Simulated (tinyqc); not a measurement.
MOS capacitor on a p-type substrate, surface potential from the exact charge relation: effect of the temperature on threshold and swing.

Uniform p-type substrate, Boltzmann statistics, full ionisation, classical densities. psi is the surface potential against the body (positive when the bands bend down) and u = psi/Vt. Traps are spread evenly over the gap and neutral at flat band, so their charge is -q Dit psi; the minority quasi-Fermi level is shifted by Vb.

Nc and Nv are given at 300 K and scale as (T/300 K)^1.5; Eg is held fixed. ni = sqrt(Nc Nv) exp(-Eg/(2 Vt)), Eg in volts; phiF = Vt ln(N/ni); Cox = eps0 eox/tox; Vfb = phiM - chi - (Eg - Vt ln(Nv/N)) - q Nf/Cox; VT = Vfb + [(2 phiF + Vb)(1 + q Dit/Cox) + sqrt(2 eps0 eps_r q N (2 phiF + Vb))/Cox]. gamma = sqrt(2 eps0 eps_r q N)/Cox; Wm = sqrt(2 eps0 eps_r (2 phiF + Vb)/(q N)); m = 1 + (eps0 eps_r/Wm + q Dit)/Cox; swing m Vt ln 10; Cmin/Cox = 1/(1 + Cox Wm/(eps0 eps_r)).

Values chosen for this exercise; band and dielectric values close to those of silicon:
- Eg = 1.13 eV (band gap)
- eps_r = 11.6 (relative permittivity)
- Nc = 2.79e19 cm^-3 (conduction-band density of states at the reference temperature)
- Nv = 2.69e19 cm^-3 (valence-band density of states at the reference temperature)
- chi = 4.05 eV (electron affinity)
- N = 2.6e15 cm^-3 (acceptor density of the substrate)
- eox = 22.3 (relative permittivity of the gate insulator (close to hafnium oxide))
- tox = 15 nm (insulator thickness)
- phiM = 4.11 eV (gate work function)
- Nf = 0 cm^-2 (fixed charge at the interface, in units of q)
- Dit = 0 cm^-2 eV^-1 (density of interface traps)
- Vb = 1.7 V (reverse bias of the inversion layer against the body)

Constants: q = 1.602176634e-19 C, kB = 1.380649e-23 J/K, Vt = kB T/q, eps0 = 8.8541878128e-14 F/cm where lengths are in cm. Results are converted to the units shown.

The same in every row: gamma (V^0.5) = 0.02222.

Effect of the temperature on threshold and swing:
```
T (K)  Vfb (V)  2 phiF (V)  VT (V)  Wm (nm)      m  swing (mV/decade)  Cmin/Cox
200    -0.9212      0.8317   1.646     1117  1.007              39.96  0.006935
240    -0.8857      0.7607   1.610     1102  1.007              47.96  0.007034
280    -0.8494      0.6880   1.573     1085  1.007              55.96  0.007139
320    -0.8124      0.6138   1.535     1068  1.007              63.96  0.007252
360    -0.7747      0.5383   1.497     1051  1.007              71.96  0.007372
400    -0.7365      0.4617   1.458     1032  1.008              79.97  0.007501
```

Read the table: what changes, and by how much?

As T goes from 200 to 400, VT falls from 1.65 to 1.46 V, the swing rises from 40.0 to 80.0 mV/decade and Cmin/Cox rises from 0.00693 to 0.00750. Of the change of VT by -0.188 V, 0.185 V comes from Vfb and -0.373 V from the band bending and the charge it takes. VT changes by -0.940 mV/K on average.

tinyqc, about 0.01 s, one thread, Intel Xeon 2.30GHz (shared host): `OMP_NUM_THREADS=1 python tinyqc.py 2060156 2060157 out.jsonl`
